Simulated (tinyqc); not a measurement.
Metal-induced gap states at the contact of a metal chain and a two-band chain: sweeps and comparisons. A value that a table varies takes the place of the one given here.

The semiconductor alternates sites A at -Eg/2 and C at +Eg/2 with hopping -t; the gap runs from -Eg/2 to Eg/2. In the gap cosh(q a) = 1 + (Eg^2/4 - E^2)/(2 t^2) and the amplitude changes by -exp(-q a) a period. The metal has site energy 0 and hopping -tm; its end site has g_m = (E - i sqrt(4 tm^2 - E^2))/(2 tm^2). Sites 1, 2, ... count into the semiconductor, with energies e1, e2 alternating. The clean half chain has g1 = 1/(E - e1 - t^2 g2), g2 = 1/(E - e2 - t^2 g1), decaying root. With the contact G11 = 1/(1/g1 - tc^2 g_m), and the density on site j is -Im G_jj/pi = |psi_j/psi_1|^2 (-Im G11/pi), per spin, with psi_2/psi_1 = -t g2, psi_3/psi_2 = -t g1.

Constants: e^2/(4 pi eps0) = 14.39964547 eV angstrom.

Inputs chosen for the exercise (gap and optical dielectric constant near those of HfO2; the chain itself is a model; shifted at random, so the results belong to these values and not to a real crystal):
```
symbol  value  unit      meaning
Eg      5.72   eV        gap
t       2.39   eV        hopping in the semiconductor
tm      2.67   eV        hopping in the metal
tc      1.97   eV        hopping across the contact
end     C                site that touches the metal
a       3.6    angstrom  period (two sites); one chain for each area a^2
eps     4.1              dielectric constant
E       0.43   eV        energy from mid-gap
```

## Across the gap

E = f Eg. Share on C: the part of the summed density that lies on C sites, whose orbitals make the conduction edge.

Gap states:
```
f      E (eV)  xi = 1/(2q) (angstrom)  D1 (1/eV)  D2 (1/eV)  sum (1/eV)  share on C
-0.48  -2.746                    5.40     0.0011     0.0383      0.0810       0.028
-0.40  -2.288                    2.56     0.0045     0.0200      0.0324       0.183
-0.30  -1.716                    1.95     0.0083     0.0132      0.0256       0.386
-0.15  -0.858                    1.66     0.0148     0.0092      0.0271       0.615
0.00    0.000                    1.59     0.0233     0.0075      0.0343       0.757
0.15    0.858                    1.66     0.0361     0.0066      0.0481       0.846
0.30    1.716                    1.95     0.0586     0.0058      0.0764       0.910
0.40    2.288                    2.56     0.0870     0.0048      0.1215       0.948
0.48    2.746                    5.40     0.1379     0.0020      0.2874       0.986
```

The decay length xi of the density is shortest at mid-gap, 1.59 angstrom, and grows to 5.4 near the edges. The summed density is least at f = -0.3 (0.0256) and largest at f = 0.48 (0.2874 1/eV). The share on C goes from 0.03 to 0.99 and passes one half near f = -0.225, a point that depends on which site ends the chain. The states turn from valence-like to conduction-like across the gap; the branch point, where the decay is fastest, lies at mid-gap in this symmetric chain and is the usual estimate of the neutrality level.

## Wider gaps pin less

E = 0; Eg is varied and eps follows 1 + (eps0 - 1)(Eg0/Eg), with the given Eg and eps as Eg0 and eps0. xi = 1/(2q), N = 2 (summed density)/a^2, S = 1/(1 + 4 pi e^2 N xi/eps).

Against the gap:
```
Eg (eV)    eps  xi (angstrom)  summed density (1/eV)      S  S at fixed eps
0.50     36.46          17.22                 0.5513  0.121           0.015
0.75     24.64          11.48                 0.3626  0.175           0.034
1.10     17.12           7.84                 0.2425  0.244           0.072
1.50     12.82           5.76                 0.1738  0.315           0.128
2.30      8.71           3.78                 0.1079  0.434           0.265
3.40      6.22           2.58                 0.0679  0.560           0.456
5.50      4.22           1.64                 0.0362  0.718           0.711
9.00      2.97           1.07                 0.0174  0.851           0.887
```

From Eg = 0.5 to 9 eV xi falls by a factor 16.1 and the summed density by 31.7, so at fixed eps S rises from 0.02 to 0.89. The weaker screening of wide-gap solids works against this: with it S goes from 0.12 to 0.85.

## Weakening the contact bond

At the given E, tc is varied, as by a thin spacer. xi = 1/(2q), N = 2 (summed density)/a^2, S = 1/(1 + 4 pi e^2 N xi/eps) with xi and eps kept.

Against tc:
```
tc (eV)  D1 (1/eV)  summed density (1/eV)       S
0.10       0.00009                0.00013  0.9986
0.25       0.00057                0.00079  0.9914
0.50       0.00228                0.00316  0.9666
0.80       0.00578                0.00801  0.9196
1.20       0.01261                0.01748  0.8397
1.80       0.02542                0.03526  0.7221
2.50       0.03749                0.05201  0.6379
3.50       0.03968                0.05504  0.6247
```

For a weak bond the density goes as tc^2 (ratio 6.24 between 0.25 and 0.1 eV, against 6.25). It is largest at tc = 3.5 eV among these rows, the end of the table; the peak may lie just before or beyond it. S is 0.999 at 0.1 eV and has its least value, 0.625, in that row.

## What each parameter does

xi = 1/(2q), summed density, and S = 1/(1 + 4 pi e^2 N xi/eps), N = 2 (summed density)/a^2. Each row changes one parameter from the base and keeps the others.

Results:
```
case           xi (angstrom)  summed density (1/eV)       S
base                   1.603                0.04016  0.6952
Eg = 6.292 eV          1.468                0.03469  0.7424
t = 2.629 eV           1.749                0.03864  0.6848
tm = 2.937 eV          1.603                0.03775  0.7082
tc = 2.167 eV          1.603                0.04530  0.6691
eps = 4.51             1.603                0.04016  0.7150
end = A                1.603                0.03002  0.7532
```

The largest shifts from the base row, up to three for each result and ties (the steps differ in size, so this ranks the rows, not the parameters). xi (angstrom): t +0.146, Eg -0.134; unchanged at the printed digits by tm, tc, eps and end. summed density (1/eV): end -0.01014, Eg -0.00548, tc +0.00514; unchanged at the printed digits by eps. S: end +0.0580, Eg +0.0472, tc -0.0261. The decay length belongs to the semiconductor alone; the metal and the contact set only the amplitude.

(tinyqc, `OMP_NUM_THREADS=1 python tinyqc.py 1452052 1452053 out.jsonl`, Intel(R) Xeon(R) Processor @ 2.30GHz, 1 thread, shared host, about 0.01 s.)
